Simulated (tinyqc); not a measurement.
## Hall measurement with a parallel conducting layer

Two layers in parallel, unit Hall factors, low field: 1/Rs = q (ns mu + n2 m2); apparent mobility (ns mu^2 + sg n2 m2^2)/(ns mu + n2 m2); apparent density (ns mu + n2 m2)^2/(ns mu^2 + sg n2 m2^2); a negative value means the sign of the second layer.

Parameters, values chosen for the exercise:
- ns = 1.7e15 cm^-2 (sheet density of the layer)
- mu = 55 cm^2/(V s) (drift mobility)
- m2 = 440 cm^2/(V s) (mobility of the parallel layer)
- sg = -1 (sign of its carriers relative to the first layer)

Constants: q = 1.602176634e-19 C. Results are converted to the units shown.

Result of one run:
```
Rs (ohm/square)  apparent density (cm^-2)  apparent mobility (cm^2/(V s))  share of the conductance in layer 2 (%)
0.1416                          -1.005e17                          -439.0                                    99.79
```

Which sheet density of a parallel layer n2 gave this result: 6e12, 2e13, 4e14 or 1e17 cm^-2?

n2 = 1e17 cm^-2.

The whole series:
columns A: n2 (cm^-2); B: Rs (ohm/square); C: apparent density (cm^-2); D: apparent mobility (cm^2/(V s)); E: share of the conductance in layer 2 (%)
```
A           B          C       D      E
6e12    64.92   2.322e15   41.41  2.746
2e13    61.01   8.237e15   12.42  8.602
1e14    45.39  -1.330e15  -103.4  32.00
4e14    23.16  -1.005e15  -268.3  65.31
2e15    6.411  -2.481e15  -392.5  90.40
7e15    1.967  -7.460e15  -425.4  97.05
3e16   0.4695  -3.045e16  -436.5  99.30
1e17   0.1416  -1.005e17  -439.0  99.79
5e17  0.02836  -5.005e17  -439.8  99.96
```

The apparent mobility falls from 41.4 to -440 cm^2/(V s), between mu = 55 and sg m2 = -440. The Hall signal vanishes at n2 = ns (mu/m2)^2 = 2.66e13 cm^-2, where the apparent density diverges.

Numbers from tinyqc (`OMP_NUM_THREADS=1 python tinyqc.py 2850154 2850155 out.jsonl`; about 0.01 s on one thread of a shared Intel Xeon 2.30GHz).
